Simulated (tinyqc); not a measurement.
## Probe couplings from its potential

Question. One voltage probe p sits between leads L (mu = 1) and R (mu = 0) without magnetic field: mu_p = T_pL/(T_pL + T_pR), T_eff = T_RL + T_pL T_pR/(T_pL + T_pR). Find T_pL and T_pR.

T_RL = 0.33
mu_p = 0.66666667
T_eff = 0.41

Solution. T_eff - T_RL equals T_pL (1 - mu_p) and also T_pR mu_p.

T_pL = 0.2400
T_pR = 0.1200

Program tinyqc, `OMP_NUM_THREADS=1 python tinyqc.py 2700023 2700024 out.jsonl`; Intel Xeon 2.30GHz, shared host, one thread, about 0.01 s.
